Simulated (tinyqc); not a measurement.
Inside a calculation. Model: MOS capacitor on a p-type substrate, surface potential from the exact charge relation.

Computed by the program tinyqc: `OMP_NUM_THREADS=1 python tinyqc.py 2060166 2060167 out.jsonl`, one thread of a shared Intel Xeon 2.30GHz, about 0.01 s for the whole run. Printed values are rounded.

Uniform p-type substrate, Boltzmann statistics, full ionisation, classical densities. psi is the surface potential against the body (positive when the bands bend down) and u = psi/Vt. Traps are spread evenly over the gap and neutral at flat band, so their charge is -q Dit psi; the minority quasi-Fermi level is shifted by Vb.

Inputs (values chosen for the exercise); band and dielectric values close to those of silicon:
```
symbol    value         unit                                                                 meaning
T           250            K                                                             temperature
Eg         1.13           eV                                                                band gap
eps_r      11.5                                                                relative permittivity
Nc       2.1e19        cm^-3                                  conduction-band density of states at T
Nv      2.03e19        cm^-3                                     valence-band density of states at T
chi        4.08           eV                                                       electron affinity
N          1e16        cm^-3                                       acceptor density of the substrate
eox         3.9               relative permittivity of the gate insulator (close to silicon dioxide)
tox         3.1           nm                                                     insulator thickness
phiM       4.57           eV                                                      gate work function
Nf            0        cm^-2                            fixed charge at the interface, in units of q
Dit      1.1e10  cm^-2 eV^-1                                              density of interface traps
Vb            0            V                    reverse bias of the inversion layer against the body
Vg          2.2            V                                           gate voltage against the body
```

Constants: q = 1.602176634e-19 C, kB = 1.380649e-23 J/K, Vt = kB T/q, eps0 = 8.8541878128e-14 F/cm where lengths are in cm. Results are converted to the units shown.

Range of the model: At this gate voltage the surface density exceeds 0.3 of the band density of states, so degeneracy and confinement would lower the charge and capacitance.

## Flat band, threshold and scales

ni = sqrt(Nc Nv) exp(-Eg/(2 Vt)), Eg in volts; phiF = Vt ln(N/ni); Cox = eps0 eox/tox; Vfb = phiM - chi - (Eg - Vt ln(Nv/N)) - q Nf/Cox; Q0 = sqrt(2 eps0 eps_r q N Vt); r = (ni/N)^2 exp(-Vb/Vt); VT = Vfb + [(2 phiF + Vb)(1 + q Dit/Cox) + sqrt(2 eps0 eps_r q N (2 phiF + Vb))/Cox].

ni = 8.413156e7 cm^-3
phiF = 0.4005653 V
Cox = 1.113914 uF/cm^2
Vfb = -0.4759305 V
Q0 = 8.383974 nC/cm^2
r = 7.078120e-17
VT = 0.3723656 V

## Starting value

psi = Vg - Vfb, limited to the range from -4 Vt to +(2 phiF + Vb + 4 Vt).

psi at the start = 0.8873039 V

## Iteration 1: Newton step for the surface potential

u = psi/Vt; F^2 = exp(-u) + u - 1 + r (exp(u) - u - 1); Qs = -sign(u) Q0 F; Cs = -dQs/dpsi = (Q0/Vt) |1 - exp(-u) + r (exp(u) - 1)|/(2 F). f = Vfb + psi + (q Dit psi - Qs)/Cox - Vg, f' = 1 + (Cs + q Dit)/Cox, psi(new) = psi - f/f'.

u = 41.18694
F = 9.735763
Qs = -81.62439 nC/cm^2
Cs = 1.111213 uF/cm^2
f = -1.713946 V
f' = 1.999158
psi after iteration 1 = 1.744638 V

## Iteration 2: Newton step for the surface potential

As before.

u = 80.98273
F = 3.236939e9
Qs = -2.713842e10 nC/cm^2
Cs = 6.298565e8 uF/cm^2
f = 2.436312e7 V
f' = 5.654445e8
psi after iteration 2 = 1.701551 V

This iterate lies far beyond the solution, so its charge is not a physical one.

## Course of the Newton iteration

Stop when the step is below 1e-10 V, or after 60 iterations.

Course of the iteration:
```
iteration  psi before the step (V)    f (V)  step (V)
1                        0.8873039    -1.71     0.857
2                         1.744638   2.44e7   -0.0431
3                         1.701551   8.96e6   -0.0431
4                         1.658465   3.30e6   -0.0431
5                         1.615378   1.21e6   -0.0431
6                         1.572291   4.46e5   -0.0431
7                         1.529205   1.64e5   -0.0431
8                         1.486118   6.04e4   -0.0431
9                         1.443033   2.22e4   -0.0431
...                            ...      ...       ...
15                        1.185175     54.4   -0.0419
16                        1.143268     19.6   -0.0399
17                        1.103382     6.81   -0.0348
18                        1.068551     2.13   -0.0243
19                        1.044271    0.496  -9.85e-3
20                        1.034420   0.0516  -1.28e-3
21                        1.033138  7.41e-4  -1.90e-5
22                        1.033119  1.59e-7  -4.07e-9
23                        1.033119  < 1e-12   < 1e-13
```

Converged in 23 iterations. In 14 iterations the step is within 3 % of 2 Vt = 43.1 mV: there Qs grows as exp(|u|/2), and a Newton step on such an exponential moves psi by 2 Vt whatever the distance left.

## Charges, field and capacitances at the solution

converged psi = 1.033119 V

u = psi/Vt; F^2 = exp(-u) + u - 1 + r (exp(u) - u - 1); Qs = -sign(u) Q0 F; Cs = -dQs/dpsi = (Q0/Vt) |1 - exp(-u) + r (exp(u) - 1)|/(2 F). Low frequency: 1/C_LF = 1/Cox + 1/(Cs + q Dit). High frequency, in the simple estimate in which traps and minority carriers do not follow: 1/C_HF = 1/Cox + 1/Cd, Cd being Cs with r = 0 at the same psi. Minority sheet density N_inv = (Q0/(2 q)) int_0^u r (exp(t) - 1)/F(t) dt for u > 0. Oxide field |Qs - q Dit psi + q Nf|/(eps0 eox).

Qs = -1828.130 nC/cm^2
N_inv = 1.107444e13 cm^-2
oxide field = 5.299391 MV/cm
Cs = 42.38812 uF/cm^2
C_LF/Cox = 0.9743950
C_HF/Cox = 0.02485880

The surface is in strong inversion (borders at |psi| = 0, phiF + Vb and 2 phiF + Vb = 0.801 V). Minority carriers make up 97.1 % of Qs.
